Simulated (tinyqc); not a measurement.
Inside a calculation. Model: three-phonon processes in a diatomic chain: dispersion, energy and momentum conservation, and decay channels of optical phonons. Computed by tinyqc, a small Python program that keeps every step. Command: `OMP_NUM_THREADS=1 python tinyqc.py 3120769 3120770 out.jsonl threeph walk`. One thread of a shared host (Intel(R) Xeon(R) Processor @ 2.30GHz), about 0.04 s of CPU time with the checks. Intermediate numbers are printed to about 7 digits and carried at full precision; extremes and crossings named in words are read from the listed rows.

Cell length a, two atoms, one spring constant. x = q a/pi runs from -1 to 1; A and O are the acoustic and optical branches. Matrix elements are not computed: only conservation laws and occupation factors are followed.

Inputs (values chosen for the exercise, for a model chain):
```
quantity                                   value           unit
light mass m                                  31              u
heavy mass M                                 117              u
spring constant k                             11  eV/angstrom^2
temperature T                                 50              K
wave number of the decaying phonon q a/pi   0.55              -
```

Constants: nu for 1 eV/(angstrom^2 u) = 15.6333042 THz; h x 1 THz = 4.135667696 meV; k_B = 8.617333262e-05 eV/K.

## Band edges

omega^2 = k (1/m + 1/M) -/+ k sqrt((1/m + 1/M)^2 - 4 sin^2(pi x/2)/(m M)); nu = 15.6333042 THz x sqrt(omega^2) for eV/(angstrom^2 u). Acoustic top sqrt(2 k/M), optical bottom sqrt(2 k/m), optical top sqrt(2 k (1/m + 1/M)).

acoustic top = 6.779055 THz

optical bottom = 13.16986 THz

optical top = 14.81219 THz

optical top over twice the acoustic top = 1.092496

optical bottom over twice the acoustic top = 0.9713642

optical width over acoustic top = 0.2422644

The zone-centre optical phonon lies above twice the acoustic top (M/m > 3), so its decay into two acoustic phonons is forbidden.

## Dispersion

The formulas are those given above.

Branches:
```
x     nu_A (THz)  nu_O (THz)
0.10    0.944820    14.78202
0.20    1.877723    14.69269
0.35    3.226817    14.45644
0.50    4.470499    14.12146
0.65    5.541674    13.73648
0.80    6.343617    13.38504
0.90    6.666598    13.22715
1.00    6.779055    13.16986
```

## All channels at the given wave number

Processes for O(x): decay O -> A + A and O -> O + A with x = x' + x'' (mod 2), and absorption O + A -> O with x + x' = x'' (mod 2). Roots of the energy mismatch in x' are bracketed on 4001 points from -1 to 1 and refined. A process is umklapp (U) if the sum of wave numbers leaves (-1, 1]. Weight = occupation factor/|d mismatch/dx'|, the factor being 1 + n' + n'' for decay and n' - n'' for absorption. Pairs that differ only by exchanging two acoustic products count once, and the trivial root x' = 0 is left out.

nu_O(x) = 13.99539 THz

Channels:
```
process  x'  x''  nu' (THz)  nu'' (THz)  type  weight (1/THz)
none      -    -          -           -     -               -
```

No three-phonon channel is open for this phonon in the chain; four-phonon processes, or other branches in three dimensions, would set its lifetime.

## Phase space against the mass ratio

Total weight summed over channels and averaged over x = 0.05, 0.15, ..., 0.95, with m and k fixed; share of those x with an open channel.

Optical phonons:
```
M/m  weight, A + A (1/THz)  weight, with O (1/THz)  share open
1.1              0.0568715                       0         1.0
1.5              0.1698085                       0         1.0
2.0              0.1079773                       0         0.8
2.5              0.0650418                       0         0.5
2.9              0.0507150                       0         0.2
3.3              0.0000000                       0         0.0
3.7              0.0000000                       0         0.0
4.2              0.0000000                       0         0.0
6.0              0.0000000                       0         0.0
```

The A + A channel closes between M/m = 2.9 and 3.3 on this grid: energy conservation alone would allow it up to M/m = 4, where the optical bottom passes twice the acoustic top, but momentum must be conserved too. No channel with a second optical phonon opens at any ratio. A large gap that shuts such channels is one reason why crystals with very unequal masses can conduct heat well.

Checks made by the program: band edges against the dispersion (relative difference below 1e-10).
